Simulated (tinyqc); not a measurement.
Pariser-Parr-Pople SCF with singles CI, for the molecule C=Nc1ccccc1 (SMILES; centres numbered as the heavy atoms are written), step by step. One step of it, computed by the program tinyqc.

Question. Singles CI, triplets. Over the 4 single excitations with the smallest orbital gaps: A = (e_a - e_i) delta - (ij|ab), with (pq|rs) = sum c_mp c_mq gamma_mn c_nr c_ns.

orbital energies (eV): [-14.270903, -12.507721, -10.421145, -9.742798, -1.997014, -0.588258, 0.362228, 2.836354]

coefficients, order 1C, 2N, 3C, 4C, 5C, 6C, 7C, 8C:
```
[[0.268612, 0.392750, 0.014035, 0.430044, 0.676194, 0.005310, 0.343975, 0.113467],
 [0.499698, 0.522174, 0.001879, 0.271102, -0.424452, 0.004512, -0.417801, -0.222260],
 [0.509328, 0.098864, -0.016389, -0.466137, -0.270569, -0.014458, 0.441762, 0.494659],
 [0.341668, -0.160933, 0.489054, -0.342292, 0.281694, -0.496520, -0.086069, -0.409554],
 [0.256793, -0.375408, 0.512820, 0.174757, 0.099108, 0.501883, -0.331802, 0.357493],
 [0.227337, -0.465959, 0.023285, 0.481803, -0.335728, -0.005339, 0.522192, -0.336301],
 [0.258030, -0.385883, -0.488587, 0.217143, 0.112268, -0.495601, -0.341537, 0.351814],
 [0.343211, -0.174511, -0.508048, -0.311919, 0.273685, 0.505642, -0.071674, -0.400788]]
```

repulsion gamma_rs (eV), order 1C, 2N, 3C, 4C, 5C, 6C, 7C, 8C:
```
[[11.130000, 5.477308, 3.872489, 2.881753, 2.344139, 2.270929, 2.621133, 3.517790],
 [5.477308, 12.300000, 5.476283, 3.941281, 2.918957, 2.652325, 2.918589, 3.940408],
 [3.872489, 5.476283, 11.130000, 5.347393, 3.872798, 3.517790, 3.871956, 5.345096],
 [2.881753, 3.941281, 5.347393, 11.130000, 5.344958, 3.872662, 3.517636, 3.872865],
 [2.344139, 2.918957, 3.872798, 5.344958, 11.130000, 5.346991, 3.872865, 3.517846],
 [2.270929, 2.652325, 3.517790, 3.872662, 5.346991, 11.130000, 5.345934, 3.872489],
 [2.621133, 2.918589, 3.871956, 3.517636, 3.872865, 5.345934, 11.130000, 5.344958],
 [3.517790, 3.940408, 5.345096, 3.872865, 3.517846, 3.872489, 5.344958, 11.130000]]
```

Give: triplet CI matrix; triplet excitation energies.

Answer.

triplet CI matrix (eV), order 4>5, 3>5, 4>6, 3>6:
```
[[2.8677, -0.0610, -0.0005, -0.3242],
 [-0.0610, 4.5961, -0.3242, -0.0063],
 [-0.0005, -0.3242, 4.5611, 0.0339],
 [-0.3242, -0.0063, 0.0339, 3.8678]]
```

triplet excitation energies (eV): [2.7698, 3.9602, 4.2581, 4.9047]
